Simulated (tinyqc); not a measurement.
Inside a calculation. Method: coherent transport through a tight-binding region between two chains. Computed by tinyqc, a small Python program that keeps every step. Settings: temperature = 77, mu = 0.29. Command: `OMP_NUM_THREADS=1 python tinyqc.py 22347 22348 out.jsonl` (the two numbers bound the seeds that draw the settings). One thread of a shared host (Intel(R) Xeon(R) Processor @ 2.60GHz), about 0.08 s of CPU time with the checks.

## Transmission at E = 0.11 eV

H of the central region (eV):
$$\begin{pmatrix}
-0.300000 & -1.070000 & 0.000000 & 0.000000 & 0.000000 & 0.000000 \\
-1.070000 & 0.820000 & -1.390000 & 0.000000 & 0.000000 & 0.000000 \\
0.000000 & -1.390000 & 0.620000 & -1.830000 & 0.000000 & 0.000000 \\
0.000000 & 0.000000 & -1.830000 & 0.410000 & -1.830000 & 0.000000 \\
0.000000 & 0.000000 & 0.000000 & -1.830000 & -0.290000 & -1.830000 \\
0.000000 & 0.000000 & 0.000000 & 0.000000 & -1.830000 & -0.790000
\end{pmatrix}$$

Leads: semi-infinite chains with site energy 0:
```
parameter                           value
lead hopping t (eV)              2.280000
coupling to the left lead (eV)   0.910000
coupling to the right lead (eV)  1.390000
left contact site                       1
right contact site                      6
```

E = 0.110000 eV

Surface Green function g = (E - i sqrt(4 t^2 - E^2)) / (2 t^2); self-energy tc^2 g on each contact site; G = (E - H - Sigma)^(-1); Gamma = -2 Im Sigma; T = Gamma_L Gamma_R |G_LR|^2; local density of states -Im G_ii / pi.

g = 0.010580-0.438469i 1/eV

G (1/eV):
$$\begin{pmatrix}
0.248034-0.328890i & 0.729963+0.039162i & 0.181926+0.273178i & -0.503752+0.046386i & -0.264509-0.265574i & 0.561568+0.011663i \\
0.729963+0.039162i & -0.260439-0.262393i & 0.024480-0.164174i & 0.204642+0.153550i & 0.009068+0.189346i & -0.206624-0.194937i \\
0.181926+0.273178i & 0.024480-0.164174i & -0.127540-0.294147i & 0.492310+0.042725i & 0.208246+0.301151i & -0.537828-0.108551i \\
-0.503752+0.046386i & 0.204642+0.153550i & 0.492310+0.042725i & -0.018238-0.104724i & 0.051148-0.059893i & 0.007058+0.117815i \\
-0.264509-0.265574i & 0.009068+0.189346i & 0.208246+0.301151i & 0.051148-0.059893i & -0.199861-0.310969i & 0.538985+0.127865i \\
0.561568+0.011663i & -0.206624-0.194937i & -0.537828-0.108551i & 0.007058+0.117815i & 0.538985+0.127865i & -0.124869-0.145764i
\end{pmatrix}$$

local density of states (1/eV): [0.104689, 0.083522, 0.093630, 0.033335, 0.098985, 0.046398]

transmission = 0.388188

## Transmission across the band

The same steps on a grid of energies.

T(E):
```
E (eV)              T
-4.33200000  3.12e-06
-3.89880000  0.000065
-3.46560000  0.001613
-3.03240000  0.007505
-2.59920000  0.011638
-2.16600000  0.054577
-1.73280000  0.615020
-1.29960000  0.592085
-0.86640000  0.936568
-0.43320000  0.523839
0.00000000   0.361816
0.43320000   0.664057
0.86640000   0.464612
1.29960000   0.180846
1.73280000   0.298529
2.16600000   0.183199
2.59920000   0.017249
3.03240000   0.009665
3.46560000   0.028703
3.89880000   0.000137
4.33200000   4.89e-06
```

levels of the isolated region (eV): [-3.101959, -1.623859, -0.730716, 0.620709, 1.940060, 3.365764]

## Current

I = (2e/h) int T(E) [f(E - mu - V/2) - f(E - mu + V/2)] dE at 77 K with mu = 0.29 eV, the bias not changing H; 2e^2/h = 77.48092 microsiemens; the integral runs over the band on 4001 points.

Current:
```
V (volt)  I (microampere)
0.010000         0.388814
0.050000         1.945409
0.100000         3.899136
0.200000         7.863127
0.400000        16.184166
0.800000        33.884419
```
